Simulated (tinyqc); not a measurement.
Limits of the phonon part: Bloch-Grueneisen resistivity of a metal. Computed by tinyqc, a small Python program. Command: `OMP_NUM_THREADS=1 python tinyqc.py 3028187 3028188 out.jsonl bg walk`. One thread of a shared host (Intel(R) Xeon(R) Processor @ 2.30GHz), about 0.01 s of CPU time with the checks.

Electrons scatter from a Debye spectrum of phonons (n = 5 for scattering within one band, n = 3 for scattering into a second, heavy band) and from static defects.

Inputs (values chosen for the exercise, modelled on gold): exponent n = 5; Debye temperature Theta = 187 K; transport coupling lambda_tr = 0.14; Drude plasma energy hbar w_p = 8.5 eV; residual resistivity rho_0 = 0.017 microohm cm.

Addition: none.

Constants: k_B = 1.380649e-23 J/K; hbar = 1.054571817e-34 J s; eps_0 = 8.8541878128e-12 F/m; hbar = 6.582119569e-16 eV s.

Method:
- J_n(y) = int_0^y x^n e^x/(e^x - 1)^2 dx, by 96 Gauss-Legendre points (upper limit at most 60).
- rho_ph = (n - 1) rho_1 (T/Theta)^n J_n(Theta/T), with rho_1 = 2 pi lambda_tr k_B Theta/(hbar eps_0 w_p^2), the high-temperature line at T = Theta.
- Matthiessen's rule: rho = rho_0 + rho_ph.
- Low T: (n - 1) n! zeta(n) rho_1 (T/Theta)^n. High T: rho_1 (T/Theta) [1 - (n - 1)/(12 (n + 1)) (Theta/T)^2].

Resistivities (microohm cm):
```
T (K)      rho_ph   low-T law  straight line  line with correction  total rho
5.6    1.7483e-05  1.7483e-05         0.0437                     -     0.0170
9.3    2.2084e-04  2.2085e-04         0.0725                     -     0.0172
15.0   2.3755e-03  2.4107e-03         0.1170                     -     0.0194
22.0   1.4000e-02  1.6361e-02         0.1716                     -     0.0310
37.0   9.0962e-02  2.2014e-01         0.2886                     -     0.1080
65.0   3.3092e-01  3.6834e+00         0.5070                0.2739     0.3479
94.0   5.9318e-01  2.3298e+01         0.7331                0.5719     0.6102
150.0  1.0745e+00  2.4107e+02         1.1699                1.0689     1.0915
220.0  1.6488e+00  1.6361e+03         1.7159                1.6470     1.6658
370.0  2.8452e+00  2.2014e+04         2.8858                2.8448     2.8622
```

The low-T law holds to 10 % up to 15 K, the straight line from 150 K on. The local exponent of rho_ph falls from 5.00 to 1.05. Phonons overtake the residual resistivity between 22.0 and 37.0 K.

Extremes, crossings and ranges named in words are read from the listed rows.
